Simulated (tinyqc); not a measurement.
# Deep-level transient spectroscopy, step by step

Numbers from tinyqc (`OMP_NUM_THREADS=1 python tinyqc.py 2050029 2050030 out.jsonl`; about 0.01 s on one thread of a shared Intel Xeon 2.30GHz). Printed values are rounded.

Schottky contact on an n-type layer with shallow donors Nd (all ionised) and a donor-like deep trap, neutral when filled and positive when empty; depletion approximation. Traps within lam of the depletion edge stay filled. A long pulse to Vp fills the traps beyond x1 = Wp - lam; back at Vr those between x1 and x2 = Wr - lam emit. A rate window reads S = C(t2) - C(t1).

Values chosen for this exercise; material values close to those of germanium:
```
symbol,value,unit,meaning
eps_r,15.9,,relative permittivity
Nc,1.04e19,cm^-3,conduction-band density of states at 300 K
vth,3.4e7,cm/s,thermal velocity at 300 K
Nd,6e16,cm^-3,shallow donor density
Vbi,0.45,V,built-in voltage
Et,0.27,eV,depth of the trap below the conduction edge
sn,1.2e-14,cm^2,capture cross-section
Nt,5.1e15,cm^-3,trap density
Vr,5.1,V,reverse bias
Vp,0,V,reverse bias during the filling pulse
t1,1,ms,first sampling time
t2,5,ms,second sampling time
T,141,K,temperature of the transient
```

Constants: q = 1.602176634e-19 C, kB = 1.380649e-23 J/K, eps0 = 8.8541878128e-14 F/cm where lengths are in cm. Results are converted to the units shown.

## Emission rate and rate window

Emission rate en = sn vth(T) Nc(T) exp(-Et/kB T) = sn g T^2 exp(-Et/kB T), g = vth Nc/(300 K)^2, as vth goes as T^0.5 and Nc as T^1.5 (degeneracy factor 1). For an exponential transient S peaks where en = ew = ln(t2/t1)/(t2 - t1).

g = 3.92889e21 cm^-2 s^-1 K^-2
en = 209.532 1/s
1/en = 4.77254 ms
ew = 402.359 1/s

## Widths

lam = sqrt(2 eps0 eps_r (EF - ET)/(q Nd)), EF - ET = Et - (kB T/q) ln(Nc(T)/Nd), Nc(T) = Nc (T/300 K)^1.5. In the steady state at the band bending V, 2 eps0 eps_r V/q = Nd W^2 + Nt (W - lam)^2 (the second term only if W > lam). V = Vbi + Vr gives Wr and V = Vbi + Vp gives Wp; x1 = max(Wp - lam, 0).

lam = 80.4774 nm
Wr = 392.769 nm
Wp = 114.379 nm
x1 = 33.9020 nm
x2 = 312.292 nm
G = (x2^2 - x1^2)/Wr^2 = 0.624738

The rule Nt = 2 Nd |dC|/C assumes G = 1 and would understate Nt by a factor of about 1/G = 1.60 here (the limit of small Nt/Nd).

## The transient

t, sample 0 to 6 (ms): 0  0.5  1  3  5  10  25

W(t)^2 = Wr^2 + (Nt/Nd)(x2^2 - x1^2) exp(-en t), C = eps0 eps_r/W; for small Nt, dC/C = -(Nt/2 Nd) G exp(-en t) with G = (x2^2 - x1^2)/Wr^2. S = C(t2) - C(t1).

```
sample  C (nF/cm^2)  C - C(final) (pF/cm^2)
0           34.9279                -915.389
1           35.0158                -827.467
2           35.0956                -747.720
3           35.3463                -497.041
4           35.5141                -329.220
5           35.7268                -116.517
6           35.8383                  -5.052
```

S = 418.500 pF/cm^2

## Step 1: peak temperature

T at the start = 300 K

Fixed-point step for en(T) = ew: T(new) = (Et q/kB)/ln(sn g T^2/ew), g = vth Nc/(300 K)^2.

T after step 1 = 135.761 K

## Course of the iteration for the peak temperature

Start from 300 K; stop when T changes by less than 1e-8 K.

Course of the iteration:
```
step    T (K)  change (K)
1     135.761         164
2     145.777        10.0
3     144.818       0.959
4     144.906      0.0884
5     144.898     8.18e-3
6     144.899     7.57e-4
7     144.899     7.00e-5
8     144.899     6.47e-6
9     144.899     5.99e-7
10    144.899     5.54e-8
11    144.899     5.12e-9
```

Converged in 11 steps; each multiplies the error by -2 kB T/Et = -0.092.
